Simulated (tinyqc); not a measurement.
Starting guesses with plain Roothaan steps: SCF starting guesses in the sto-6g basis, for H2+, spin multiplicity 2. Computed by the program tinyqc with PySCF. UHF with one setting changed at a time; a run stops when the energy changes by less than 1e-09 hartree and the error matrix is below 1e-5. Starts: the lowest orbitals of the core Hamiltonian, of the Wolfsberg-Helmholz matrix (K = 1.75), projected atomic densities, random orbitals, and the highest orbitals of the core Hamiltonian (a deliberately bad start).

Geometry (angstrom):
```
atom       x       y       z
H     0.0000  0.0000  0.0000
H     0.0000  0.0000  1.1080
```

lowest solution found by these runs and by PySCF with stability checks = -0.585792 hartree

Largest element of the error matrix X^T (FDS - SDF) X:
```
iteration     core  Wolfsberg-Helmholz  atomic densities   random  highest core orbitals
1          1.5e-16             1.5e-16           1.0e-16  8.0e-02                4.0e-17
2          1.2e-16             1.2e-16           1.0e-16  2.0e-01                6.5e-16
3                -                   -           1.5e-16  1.1e-01                3.8e-16
4                -                   -                 -  5.7e-02                      -
5                -                   -                 -  2.7e-02                      -
6                -                   -                 -  1.3e-02                      -
8                -                   -                 -  3.0e-03                      -
10               -                   -                 -  6.8e-04                      -
14               -                   -                 -  3.5e-05                      -
```

How each run ends:
```
run                    iterations  E (hartree)         state
core                            2    -0.585792  lowest found
Wolfsberg-Helmholz              2    -0.585792  lowest found
atomic densities                3    -0.585792  lowest found
random                         16    -0.585792  lowest found
highest core orbitals           3    -0.585792  lowest found
```

What does the comparison show, and why?

5 of 5 runs reach the lowest solution found, in 2 to 16 iterations (fastest: core, Wolfsberg-Helmholz). The first errors are 1e-16, 1e-16, 1e-16, 8e-02, 4e-17; the deliberately bad start has the smallest one, so a small first error does not mark a good start.
